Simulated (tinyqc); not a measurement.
Longitudinal sound in a periodic multilayer: transfer matrices, stop bands and folded phonons: one step, computed by the program tinyqc.

Layers 1 and 2 repeat with period d = d_1 + d_2; waves travel normal to the layers, without loss. State vector (u, s): displacement u and stress divided by omega. Impedances Z = rho v are in 1e6 kg/(m^2 s).

Problem. Transmission through N periods. A layer maps (u, s) by [[cos p, sin p/Z], [-Z sin p, cos p]], p = 2 pi f d_i/v_i; one period is M = M_2 M_1, and cos(q d) = trace(M)/2. For N periods A = M^N. A wave comes from a thick layer of material 1 and leaves into the substrate (Z_s): transmitted power T = 4 Z_1 Z_s/|Z_1 A_22 + Z_s A_11 - i (Z_1 Z_s A_12 - A_21)|^2, reflected power R = 1 - T.

Inputs (values chosen for the exercise, modelled on gallium arsenide (layer 1), aluminium arsenide (layer 2) and gallium arsenide (substrate)): velocity v_1 = 4810 m/s; thickness d_1 = 445 nm; velocity v_2 = 5680 m/s; thickness d_2 = 531 nm; periods N = 4; frequency f = 2.23 GHz.

M:
$$\begin{pmatrix}
-1.053343 & 0.02165879 \\
-12.12639 & -0.7000163
\end{pmatrix}$$

Z_2 = 21.584

Z_1 = 26.0702

Z of the substrate = 24.5175

Give: A = M^N; transmitted power T; T in decibel.

Solution.

A = M^N:
$$\begin{pmatrix}
-0.090215 & -0.040796 \\
22.841 & -0.75573
\end{pmatrix}$$

transmitted power T = 0.88988

T in decibel = -0.50667 dB
